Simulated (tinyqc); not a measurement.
WKB tunnelling through a gate dielectric with a two-band (Franz) dispersion, step by step. Values are carried at full precision from step to step, so a last printed digit may differ when a step is redone from the rounded ones.

Constants: hbar^2/2m0 = 3.80998211 eV angstrom^2.

Parameters, chosen for this exercise (of the size used for Si3N4 on silicon; not measured data): phi = 2.14 eV (barrier above the electron energy at the emitter); t = 22 angstrom (thickness); V = 1.3 V (voltage across the layer); Eg = 4.86 eV (gap of the dielectric); m = 0.45 m0 (mass at the conduction edge).

## Shape of the barrier

Field V/t (1 V/angstrom = 100 MV/cm), the end of the forbidden region x_e = min(t, phi t/V), and u there.

field = 5.91 MV/cm
x_e = 22.00 angstrom
u(x_e) = 0.840 eV

V < phi: a trapezoid, direct tunnelling through the whole layer.

## Decay constant through the layer

At depth x the conduction edge lies u(x) = phi - V x/t above the electron. Parabolic: kappa = sqrt(m u/c). Franz: kappa = sqrt(m u (1 - u/Eg)/c), which vanishes at both band edges. c = hbar^2/2m0. T = exp(-2 integral of kappa dx) over the region u > 0; no image force, no prefactor, zero transverse momentum. The region ends at x_e = min(t, phi t/V); x_e < t is the Fowler-Nordheim regime.

Nine points x = j x_e/8.

kappa (1/angstrom):
```
x (angstrom)  u (eV)  parabolic   Franz
0.000         2.1400     0.5027  0.3761
2.750         1.9775     0.4833  0.3722
5.500         1.8150     0.4630  0.3665
8.250         1.6525     0.4418  0.3589
11.000        1.4900     0.4195  0.3493
13.750        1.3275     0.3960  0.3376
16.500        1.1650     0.3709  0.3234
19.250        1.0025     0.3441  0.3066
22.000        0.8400     0.3150  0.2865
```

At the emitter the Franz value is 25.2 % below the parabolic one, the factor sqrt(1 - phi/Eg).

## The integrals by Simpson's rule

Weights 1, 4, 2, 4, 2, 4, 2, 4, 1 times a third of the spacing.

integral of kappa dx: parabolic 9.153, Franz 7.555

## The integrals in closed form

Parabolic: (2/3) sqrt(m/c) (t/V) (phi^(3/2) - u_e^(3/2)). Franz: sqrt(m/c) Eg^(3/2) (t/V) (f(phi/Eg) - f(u_e/Eg)) with f(y) = ((2y - 1) sqrt(y (1 - y)) + arcsin(sqrt y))/4. u_e = max(phi - V, 0). T = exp(-2 I).

integral of kappa dx: parabolic 9.1531, Franz 7.5553

T: parabolic 1.12e-08, Franz 2.74e-07

The two-band dispersion raises T by a factor 24.4.

## Checks

- Franz integral in closed form against adaptive quadrature: both 7.55527.

Run: tinyqc, `OMP_NUM_THREADS=1 python tinyqc.py 1452413 1452414 out.jsonl`; Intel(R) Xeon(R) Processor @ 2.30GHz, one thread, shared host; about 0.01 s of CPU time with all checks.
